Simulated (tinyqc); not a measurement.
Free and trapped electrons in a MOS channel with a dense trap tail: two steps of the calculation.

p-type body, charge-sheet picture, full ionisation (an idealisation for deep acceptors), Boltzmann statistics for free electrons. e = Ec - EF at the surface. Acceptor-like traps of density D(E) = D0 + De exp(-E/Ew) at depth E below Ec, from 0 to Eu, hold n_t = integral of D(E)/(1 + exp((e - E)/Vt)). psi = Eg - Vt ln(Nv/Na) - e; N_dep = sqrt(2 eps0 eps_r Na (psi - Vt)/q); n_f = sqrt(N_dep^2 + 2 eps0 eps_r Vt Nc exp(-e/Vt)/q) - N_dep; Vg = Vfb + psi + q (N_dep + n_t + n_f)/Cox, Cox = eps0 eox/tox.

Parameters, values chosen for the exercise; band and dielectric values close to those of 4H silicon carbide: temperature T = 300 K; band gap Eg = 3.22 eV; relative permittivity eps_r = 9.77; conduction-band density of states at T Nc = 1.67e19 cm^-3; valence-band density of states at T Nv = 2.47e19 cm^-3; relative permittivity of the insulator eox = 3.9; insulator thickness tox = 75 nm; acceptor density Na = 1.4e16 cm^-3; flat-band voltage without trapped charge Vfb = -2.61 V; constant background density of acceptor-like traps D0 = 9.5e10 cm^-2 eV^-1; density of the tail at the conduction edge De = 3.5e13 cm^-2 eV^-1; decay energy of the tail Ew = 0.12 eV; depth below Ec down to which the traps reach Eu = 0.66 eV; mobility of free electrons mf = 78 cm^2/(V s); Ec - EF at the surface e = 0.131 eV.

Constants: q = 1.602176634e-19 C, kB = 1.380649e-23 J/K, Vt = kB T/q, eps0 = 8.8541878128e-14 F/cm where lengths are in cm. Results are converted to the units shown.

Task 1. Trapped charge. Trapezoid rule on 14 equal steps from 0 to Eu, f = 1/(1 + exp((e - E)/Vt)).

Give: E; D(E) f; n_t.

Result 1.

| point | E (eV) | D(E) f (cm^-2 eV^-1) |
|---|---|---|
| 0 | 0 | 2.197e11 |
| 1 | 0.04714 | 8.909e11 |
| 2 | 0.09429 | 3.123e12 |
| 3 | 0.1414 | 6.514e12 |
| 4 | 0.1886 | 6.649e12 |
| 5 | 0.2357 | 4.918e12 |
| 6 | 0.2829 | 3.400e12 |
| 7 | 0.3300 | 2.331e12 |
| 8 | 0.3771 | 1.605e12 |
| 9 | 0.4243 | 1.115e12 |
| 10 | 0.4714 | 7.835e11 |
| 11 | 0.5186 | 5.598e11 |
| 12 | 0.5657 | 4.088e11 |
| 13 | 0.6129 | 3.069e11 |
| 14 | 0.6600 | 2.380e11 |

n_t = 1.548e12 cm^-2

Task 2. Charges and gate voltage. psi, N_dep, n_f and Vg as defined, with the n_t given; free share n_f/(n_f + n_t); apparent mobility mf n_f/(n_f + n_t); gate voltage spent on traps q n_t/Cox.

n_t = 1.5479169e12 cm^-2

Give: psi; N_dep; n_f; Vg; free share; apparent mobility; gate voltage spent on traps.

Result 2.

psi = 2.8957 V
N_dep = 6.5869e11 cm^-2
n_f = 2.1928e10 cm^-2
Vg = 8.0407 V
free share = 1.3968 %
apparent mobility = 1.0895 cm^2/(V s)
gate voltage spent on traps = 5.3865 V

Computed by the program tinyqc: `OMP_NUM_THREADS=1 python tinyqc.py 2222084 2222085 out.jsonl`, one thread of a shared Intel Xeon 2.30GHz, about 0.02 s for the whole run.
